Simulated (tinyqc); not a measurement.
## Fermi-level pinning from two metals

Inverse problem. Cowley-Sze model with the space charge neglected: phiB = S (phiM - chi) + (1 - S)(Eg - phi0), S = 1/(1 + q Dit dl/(eps0 ei)), dl in cm. Find S, phi0 and Dit.

Values chosen for this exercise; band and dielectric values close to those of silicon: band gap Eg = 1.11 eV; electron affinity chi = 4.02 eV; thickness of the interfacial layer dl = 0.4 nm; relative permittivity of the interfacial layer ei = 3.9.

Constants: q = 1.602176634e-19 C, eps0 = 8.8541878128e-14 F/cm where lengths are in cm. Results are converted to the units shown.

barriers for metals with phiM = 4.29 and 5.25 eV (eV): [0.28880642, 1.1628342]

Solution. S is the slope of phiB against phiM; either barrier then gives phi0, and S gives Dit.

S = 0.910
phi0 = 0.630 eV
Dit = 5.30e12 cm^-2 eV^-1

tinyqc, about 0.1 s, one thread, Intel Xeon 2.30GHz (shared host): `OMP_NUM_THREADS=1 python tinyqc.py 2020155 2020156 out.jsonl`
